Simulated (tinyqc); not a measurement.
## Trap and transport parameters from the curve

Question. A layer shows an ohmic current q n0 mu V/L, then a square law (9/8) th eps0 eps_r mu V^2/L^3 above Vx = 8 q n0 L^2/(9 th eps0 eps_r), and trap filling at V_TFL = q Nt L^2/(2 eps0 eps_r). th = y/(1 + y), y = (Nc/Nt) exp(-Et/kB T). The square-law current at V is given. Find th, n0, Nt and Et.

Values chosen for this exercise:
```
symbol,value,unit,meaning
T,350,K,temperature
eps_r,14.5,,relative permittivity
mu,0.24,cm^2/(V s),mobility
L,430,nm,thickness
Nc,9.7e20,cm^-3,band density of states
V,3.8,V,voltage
```

Constants: q = 1.602176634e-19 C, kB = 1.380649e-23 J/K, Vt = kB T/q, eps0 = 8.8541878128e-14 F/cm where lengths are in cm. Results are converted to the units shown.

Mott-Gurney J = 0.013486987 A/cm^2
Vx = 1.0531691 V
V_TFL = 173.05806 V

Solution. The square law gives th, Vx gives n0, V_TFL gives Nt, and th with Nt gives Et.

th = 2.14e-4
n0 = 1.10e12 cm^-3
Nt = 1.50e18 cm^-3
Et = 0.450 eV

tinyqc, about 0.01 s, one thread, Intel Xeon 2.30GHz (shared host): `OMP_NUM_THREADS=1 python tinyqc.py 2370009 2370010 out.jsonl`
